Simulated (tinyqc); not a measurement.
Inside a calculation. Method: RKS/PBE in the sto-6g basis, for B+, spin multiplicity 1. Computed by tinyqc, a small Python program that keeps every step (integrals from PySCF). Settings: charge = 1, multiplicity = 1, basis = sto-6g, energy threshold = 1e-10, iteration cap = 85, orthogonalisation = canonical, start = Wolfsberg-Helmholz matrix, DIIS depth = 0, method = RKS, functional = pbe,pbe, grid = [10, 26]. Command: `OMP_NUM_THREADS=1 python tinyqc.py 22418 22419 out.jsonl` (the two numbers bound the seeds that draw the settings). One thread of a shared host (Intel(R) Xeon(R) Processor @ 2.60GHz), about 0.1 s of CPU time with the checks. Later iterations appear only in the table of the cycle.

## One-electron integrals

Geometry (angstrom):
```
atom         x         y         z
B     0.000000  0.000000  0.000000
```

Basis sto-6g: exponents (1/bohr^2) and contraction coefficients of normalised primitives:
```
element  l (shell)    exponent  coefficient
B            s (1)  506.011147     0.009164
B            s (1)   92.776814     0.049362
B            s (1)   25.955658     0.168538
B            s (1)    8.916445     0.370563
B            s (1)    3.462507     0.416492
B            s (1)    1.426054     0.130334
B            s (2)   23.194575    -0.013253
B            s (2)    4.590810    -0.046992
B            s (2)    1.426819    -0.033785
B            s (2)    0.548948     0.250242
B            s (2)    0.238410     0.595117
B            s (2)    0.109280     0.240706
B            p (3)   23.194575     0.003760
B            p (3)    4.590810     0.037679
B            p (3)    1.426819     0.173897
B            p (3)    0.548948     0.418036
B            p (3)    0.238410     0.425859
B            p (3)    0.109280     0.101708
```

Overlap, kinetic and nuclear-attraction integrals over the contracted functions; the nuclear repulsion is the sum of Za Zb / Rab.

nuclear repulsion = 0 hartree

overlap S, lower triangle:
```
           1B 1s     1B 2s    1B 2px    1B 2py    1B 2pz
1B 1s   1.000000
1B 2s   0.264891  1.000000
1B 2px  0.000000  0.000000  1.000000
1B 2py  0.000000  0.000000  0.000000  1.000000
1B 2pz  0.000000  0.000000  0.000000  0.000000  1.000000
```

kinetic energy T (hartree), lower triangle:
```
            1B 1s     1B 2s    1B 2px    1B 2py    1B 2pz
1B 1s   10.947243
1B 2s   -0.333880  0.374498
1B 2px   0.000000  0.000000  1.125026
1B 2py   0.000000  0.000000  0.000000  1.125026
1B 2pz   0.000000  0.000000  0.000000  0.000000  1.125026
```

nuclear attraction V (hartree), lower triangle:
```
             1B 1s      1B 2s     1B 2px     1B 2py     1B 2pz
1B 1s   -23.391721
1B 2s    -2.744189  -3.750146
1B 2px    0.000000   0.000000  -3.749977
1B 2py    0.000000   0.000000   0.000000  -3.749977
1B 2pz    0.000000   0.000000   0.000000   0.000000  -3.749977
```

core Hamiltonian H = T + V (hartree), lower triangle:
```
             1B 1s      1B 2s     1B 2px     1B 2py     1B 2pz
1B 1s   -12.444477
1B 2s    -3.078069  -3.375648
1B 2px    0.000000   0.000000  -2.624950
1B 2py    0.000000   0.000000   0.000000  -2.624950
1B 2pz    0.000000   0.000000   0.000000   0.000000  -2.624950
```

## Two-electron integrals

Functions are numbered as in S; the eight-fold symmetry (ij|kl) = (ji|kl) = (kl|ij) leaves the list below.

Two-electron integrals (ij|kl) in chemists' order, unique and non-zero (hartree):
```
(11|11) 2.924993   (21|11) 0.480756   (21|21) 0.099484   (22|11) 0.743449
(22|21) 0.188967   (22|22) 0.544922   (31|31) 0.021096   (32|31) 0.030854
(32|32) 0.120443   (33|11) 0.743450   (33|21) 0.188967   (33|22) 0.544922
(33|33) 0.587109   (41|41) 0.021096   (42|41) 0.030854   (42|42) 0.120443
(43|43) 0.031641   (44|11) 0.743450   (44|21) 0.188967   (44|22) 0.544922
(44|33) 0.523827   (44|44) 0.587109   (51|51) 0.021096   (52|51) 0.030854
(52|52) 0.120443   (53|53) 0.031641   (54|54) 0.031641   (55|11) 0.743450
(55|21) 0.188967   (55|22) 0.544922   (55|33) 0.523827   (55|44) 0.523827
(55|55) 0.587109
```

## Orthogonalisation

S = U s U^T; canonical form X = U s^(-1/2), so that X^T S X = 1. Each column of U has its largest component positive (the first on a tie).

eigenvalues of S: 0.735109  1.000000  1.000000  1.000000  1.264891

X:
```
                1         2         3         4         5
1B 1s    0.824725  0.000000  0.000000  0.000000  0.628722
1B 2s   -0.824725  0.000000  0.000000  0.000000  0.628722
1B 2px   0.000000  1.000000  0.000000  0.000000  0.000000
1B 2py   0.000000  0.000000  1.000000  0.000000  0.000000
1B 2pz   0.000000  0.000000  0.000000  1.000000  0.000000
```

Within a degenerate level the vectors are fixed only up to a rotation; this is one choice.

## Starting guess

The start is the generalised Wolfsberg-Helmholz matrix (K = 1.75) built on H; D = 2 C_occ C_occ^T.

D at the start, lower triangle:
```
           1B 1s     1B 2s    1B 2px    1B 2py    1B 2pz
1B 1s   1.955036
1B 2s   0.078867  0.003182
1B 2px  0.000000  0.000000  0.726753
1B 2py  0.000000  0.000000  0.866632  1.033434
1B 2pz  0.000000  0.000000  0.417474  0.497826  0.239813
```

## Iteration 1: exchange-correlation on the grid

Becke grid with 10 radial and 26 angular points per atom, points of zero weight dropped. rho = sum D_ij phi_i phi_j; V_xc,ij = sum w v_xc phi_i phi_j plus the gradient terms; v_xc is d(rho eps)/d rho at fixed gradient.

The 12 grid points with the largest w rho, of 260 (bohr, atomic units):
```
x                  y          z         w       rho  |grad rho|^2     eps_xc       v_xc
-1.216147  -1.216147   0.000000  1.309739  0.071706      0.018260  -0.366234  -0.446295
1.216147    1.216147   0.000000  1.309739  0.071706      0.018260  -0.366234  -0.446295
0.992980    0.992980   0.992980  1.105092  0.076130      0.020058  -0.372321  -0.455990
-0.992980  -0.992980  -0.992980  1.105092  0.076130      0.020058  -0.372321  -0.455990
0.000000    1.719892   0.000000  1.637173  0.042458      0.008332  -0.319968  -0.366862
0.000000   -1.719892   0.000000  1.637173  0.042458      0.008332  -0.319968  -0.366862
-0.677420  -0.677420   0.000000  0.269222  0.228992      0.110006  -0.513409  -0.663243
0.677420    0.677420   0.000000  0.269222  0.228992      0.110006  -0.513409  -0.663243
0.000000   -1.216147  -1.216147  1.309739  0.046600      0.009531  -0.327261  -0.380200
0.000000    1.216147   1.216147  1.309739  0.046600      0.009531  -0.327261  -0.380200
0.553111    0.553111   0.553111  0.227156  0.242498      0.105152  -0.521998  -0.676903
-0.553111  -0.553111  -0.553111  0.227156  0.242498      0.105152  -0.521998  -0.676903
```

electrons on the grid, sum of w rho = 3.996332

E_xc = sum of w rho eps_xc = -3.60659810 hartree

V_xc (hartree), lower triangle:
```
            1B 1s      1B 2s     1B 2px     1B 2py     1B 2pz
1B 1s   -1.871257
1B 2s   -0.249971  -0.368106
1B 2px   0.000000   0.000000  -0.368384
1B 2py   0.000000   0.000000  -0.060707  -0.389940
1B 2pz   0.000000   0.000000  -0.025849  -0.033325  -0.343780
```

## Iteration 1: building the Kohn-Sham matrix

J_ij = sum D_kl (ij|kl); F = H + J + V_xc; E = tr D H + tr D J / 2 + E_xc + E_nn.

Coulomb J (hartree), lower triangle:
```
           1B 1s     1B 2s    1B 2px    1B 2py    1B 2pz
1B 1s   7.283564
1B 2s   1.334122  2.574854
1B 2px  0.000000  0.000000  2.578656
1B 2py  0.000000  0.000000  0.054842  2.598063
1B 2pz  0.000000  0.000000  0.026418  0.031503  2.547842
```

Kohn-Sham matrix F (hartree), lower triangle:
```
            1B 1s      1B 2s     1B 2px     1B 2py     1B 2pz
1B 1s   -7.032171
1B 2s   -1.993919  -1.168900
1B 2px   0.000000   0.000000  -0.414678
1B 2py   0.000000   0.000000  -0.005866  -0.416827
1B 2pz   0.000000   0.000000   0.000569  -0.001821  -0.420889
```

total energy of this density = -23.79379887 hartree

## Iteration 1: diagonalisation and new density

Diagonalise F' = X^T F X, C = X C', fill 2 alpha and 2 beta electrons from the bottom; D = 2 C_occ C_occ^T. Each column has its largest component positive (the first on a tie).

F' = X^T F X (hartree), lower triangle:
```
           1          2          3          4          5
1  -2.865722
2   0.000000  -0.414678
3   0.000000  -0.005866  -0.416827
4   0.000000   0.000569  -0.001821  -0.420889
5  -3.040238   0.000000   0.000000   0.000000  -4.818164
```

orbital energies (hartree): MO1 -7.035069, MO2 -0.648817, MO3 -0.422485, MO4 -0.420349, MO5 -0.409561

coefficients C:
```
             MO1        MO2       MO3        MO4        MO5
1B 1s   0.993921  -0.295945  0.000000   0.000000   0.000000
1B 2s   0.022092   1.036810  0.000000   0.000000   0.000000
1B 2px  0.000000   0.000000  0.454827  -0.475963   0.752723
1B 2py  0.000000   0.000000  0.662993  -0.383364  -0.643018
1B 2pz  0.000000   0.000000  0.594620   0.791512   0.141196
```

D after iteration 1, lower triangle:
```
            1B 1s     1B 2s    1B 2px    1B 2py    1B 2pz
1B 1s    2.150925
1B 2s   -0.569761  2.150925
1B 2px   0.000000  0.000000  0.000000
1B 2py   0.000000  0.000000  0.000000  0.000000
1B 2pz   0.000000  0.000000  0.000000  0.000000  0.000000
```

## Iteration 2: exchange-correlation on the grid

As before.

The 12 grid points with the largest w rho, of 260 (bohr, atomic units):
```
x                  y          z         w        rho  |grad rho|^2     eps_xc       v_xc
0.000000    0.187657   0.000000  0.004207  11.795609  12610.085425  -1.867571  -2.184732
0.000000   -0.187657   0.000000  0.004207  11.795609  12610.085425  -1.867571  -2.184732
-0.187657   0.000000   0.000000  0.004207  11.795609  12610.085425  -1.867571  -2.184732
0.000000    0.000000   0.187657  0.004207  11.795609  12610.085425  -1.867571  -2.184732
0.187657    0.000000   0.000000  0.004207  11.795609  12610.085425  -1.867571  -2.184732
0.000000    0.000000  -0.187657  0.004207  11.795609  12610.085425  -1.867571  -2.184732
-1.719892   0.000000   0.000000  1.637173   0.029234      0.002788  -0.282734  -0.331258
0.000000    0.000000  -1.719892  1.637173   0.029234      0.002788  -0.282734  -0.331258
0.000000   -1.719892   0.000000  1.637173   0.029234      0.002788  -0.282734  -0.331258
0.000000    0.000000   1.719892  1.637173   0.029234      0.002788  -0.282734  -0.331258
0.000000    1.719892   0.000000  1.637173   0.029234      0.002788  -0.282734  -0.331258
1.719892    0.000000   0.000000  1.637173   0.029234      0.002788  -0.282734  -0.331258
```

electrons on the grid, sum of w rho = 4.001247

E_xc = sum of w rho eps_xc = -3.61262847 hartree

V_xc (hartree), lower triangle:
```
            1B 1s      1B 2s     1B 2px     1B 2py     1B 2pz
1B 1s   -1.886933
1B 2s   -0.247964  -0.393156
1B 2px   0.000000   0.000000  -0.392364
1B 2py   0.000000   0.000000   0.000000  -0.392364
1B 2pz   0.000000   0.000000   0.000000   0.000000  -0.392364
```

## Iteration 2: building the Kohn-Sham matrix

As before.

Coulomb J (hartree), lower triangle:
```
           1B 1s     1B 2s    1B 2px    1B 2py    1B 2pz
1B 1s   7.342713
1B 2s   1.327159  2.555859
1B 2px  0.000000  0.000000  2.555858
1B 2py  0.000000  0.000000  0.000000  2.555858
1B 2pz  0.000000  0.000000  0.000000  0.000000  2.555858
```

Kohn-Sham matrix F (hartree), lower triangle:
```
            1B 1s      1B 2s     1B 2px     1B 2py     1B 2pz
1B 1s   -6.988698
1B 2s   -1.998874  -1.212945
1B 2px   0.000000   0.000000  -0.461456
1B 2py   0.000000   0.000000   0.000000  -0.461456
1B 2pz   0.000000   0.000000   0.000000   0.000000  -0.461456
```

total energy of this density = -24.24362208 hartree

## Iteration 2: diagonalisation and new density

As before.

F' = X^T F X (hartree), lower triangle:
```
           1          2          3          4          5
1  -2.859370
2   0.000000  -0.461456
3   0.000000   0.000000  -0.461456
4   0.000000   0.000000   0.000000  -0.461456
5  -2.994858   0.000000   0.000000   0.000000  -4.822308
```

orbital energies (hartree): MO1 -6.992419, MO2 -0.689259, MO3 -0.461456, MO4 -0.461456, MO5 -0.461456

coefficients C:
```
             MO1        MO2        MO3        MO4       MO5
1B 1s   0.993031  -0.298919   0.000000   0.000000  0.000000
1B 2s   0.025196   1.036739   0.000000   0.000000  0.000000
1B 2px  0.000000   0.000000   0.126575  -0.371179  0.919894
1B 2py  0.000000   0.000000  -0.389367   0.834334  0.390232
1B 2pz  0.000000   0.000000   0.912344   0.407570  0.038919
```

D after iteration 2, lower triangle:
```
            1B 1s     1B 2s    1B 2px    1B 2py    1B 2pz
1B 1s    2.150925
1B 2s   -0.569761  2.150925
1B 2px   0.000000  0.000000  0.000000
1B 2py   0.000000  0.000000  0.000000  0.000000
1B 2pz   0.000000  0.000000  0.000000  0.000000  0.000000
```

Within a degenerate level the vectors are fixed only up to a rotation; this is one choice.

## Iteration 3 (converged): orbitals

converged F (hartree), lower triangle:
```
            1B 1s      1B 2s     1B 2px     1B 2py     1B 2pz
1B 1s   -6.988698
1B 2s   -1.998874  -1.212945
1B 2px   0.000000   0.000000  -0.461456
1B 2py   0.000000   0.000000   0.000000  -0.461456
1B 2pz   0.000000   0.000000   0.000000   0.000000  -0.461456
```

As before.

F' = X^T F X (hartree), lower triangle:
```
           1          2          3          4          5
1  -2.859370
2   0.000000  -0.461456
3   0.000000   0.000000  -0.461456
4   0.000000   0.000000   0.000000  -0.461456
5  -2.994858   0.000000   0.000000   0.000000  -4.822308
```

orbital energies (hartree): MO1 -6.992419, MO2 -0.689259, MO3 -0.461456, MO4 -0.461456, MO5 -0.461456

coefficients C:
```
             MO1        MO2        MO3        MO4       MO5
1B 1s   0.993031  -0.298919   0.000000   0.000000  0.000000
1B 2s   0.025196   1.036739   0.000000   0.000000  0.000000
1B 2px  0.000000   0.000000   0.040928  -0.218176  0.975051
1B 2py  0.000000   0.000000  -0.299357   0.928362  0.220294
1B 2pz  0.000000   0.000000   0.953263   0.300904  0.027316
```

D after iteration 3, lower triangle:
```
            1B 1s     1B 2s    1B 2px    1B 2py    1B 2pz
1B 1s    2.150925
1B 2s   -0.569761  2.150925
1B 2px   0.000000  0.000000  0.000000
1B 2py   0.000000  0.000000  0.000000  0.000000
1B 2pz   0.000000  0.000000  0.000000  0.000000  0.000000
```

Within a degenerate level the vectors are fixed only up to a rotation; this is one choice.

## Convergence

Stop when the energy changes by less than 1e-10 hartree and every element of the error matrix X^T (F D S - S D F) X is below 3e-06.

Course of the cycle:
```
iteration   E (hartree)     change  largest element of the error matrix
1          -23.79379887          -                             2.19e-01
2          -24.24362208  -4.50e-01                             1.61e-15
3          -24.24362208   0.000000                             6.00e-15
```

PySCF RKS in the same basis, fine grid = -24.24281146 hartree

Converged in 3 iterations. The coarse grid moves the energy by -8.11e-04 hartree.

## Populations

Mulliken: Z minus the diagonal of D S on the atom; Loewdin: the same with S^(1/2) D S^(1/2).

Charges (e):
```
atom  Mulliken   Loewdin
1B    1.000000  1.000000
```
